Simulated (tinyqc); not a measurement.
Undoped gate-all-around wire MOSFET, analytic charge model: one step of the calculation.

An undoped round wire of radius R under an insulator shell and a surrounding gate; long channel, electrons only, n = ni exp((psi - V)/Vt) with V the quasi-Fermi potential (0 at the source, Vd at the drain), constant mobility, no quantisation. The radial Poisson equation gives n(r) = n(0)/(1 - (1 - b) r^2/R^2)^2 with b = Q0/(Q + Q0). Q is the electron charge per area of the wire surface.

Problem. Charge at the source by Newton steps in y = ln(Q/Q0). With V = 0 and Q = Q0 exp(y): f = Q/Cox + Vt y + Vt ln(1 + Q/Q0) - (Vg - V0); df/dy = Q/Cox + Vt (1 + Q/(Q + Q0)); y(new) = y - f/(df/dy).

Inputs (values chosen for the exercise):

| symbol | value | unit | meaning |
|---|---|---|---|
| T | 350 | K | temperature |
| Vg | 0.32 | V | gate voltage |

Constants: q = 1.602176634e-19 C, kB = 1.380649e-23 J/K, Vt = kB T/q. Results are converted to the units shown.

y after iteration 1 = -0.086784007
Cox = 1.9232605 uF/cm^2
Q0 = 84.743297 nC/cm^2
V0 = 0.26278201 V

Give: Q; f; df/dy; y after iteration 2.

Solution.

Q = 77.699 nC/cm^2
f = 1.8961e-4 V
df/dy = 0.084987 V
y after iteration 2 = -0.089015

Computed by the program tinyqc: `OMP_NUM_THREADS=1 python tinyqc.py 2460033 2460034 out.jsonl`, one thread of a shared Intel Xeon 2.30GHz, about 0.04 s for the whole run.
